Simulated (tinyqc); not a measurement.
Interdiffusion of a quantum well during annealing: blurred potential and shift of the confined levels: one step, computed by the program tinyqc. Command: `OMP_NUM_THREADS=1 python tinyqc.py 3019502 3019503 out.jsonl qwi walk`. One thread of a shared host (Intel(R) Xeon(R) Processor @ 2.30GHz), about 0.07 s of CPU time with the checks.

A square well of width w is blurred by Fick diffusion with a constant coefficient; band offsets are linear in composition, masses are uniform, and strain and excitons are ignored.

Task: Diffusion length. D = D0 exp(-E/(k_B T)); L = sqrt(D t); share of well material at the centre erf(w/(4L)); 1 nm = 1e-7 cm. Temperatures in kelvin are T(C) + 273.15.

Inputs (values chosen for the exercise, modelled on GaAs in AlGaAs):

| quantity | value | unit |
|---|---|---|
| well width w | 3.1 | nm |
| prefactor D0 | 2.7 | cm^2/s |
| activation energy E | 3.77 | eV |
| anneal temperature T | 800 | C |
| anneal time t | 750 | s |

Constants: k_B = 8.617333262e-05 eV/K.

Give: diffusivity D; diffusion length L; ratio L/w; share at the centre.

Result:

diffusivity D = 5.3273e-18 cm^2/s

diffusion length L = 0.63210 nm

ratio L/w = 0.20390

share at the centre = 0.91707
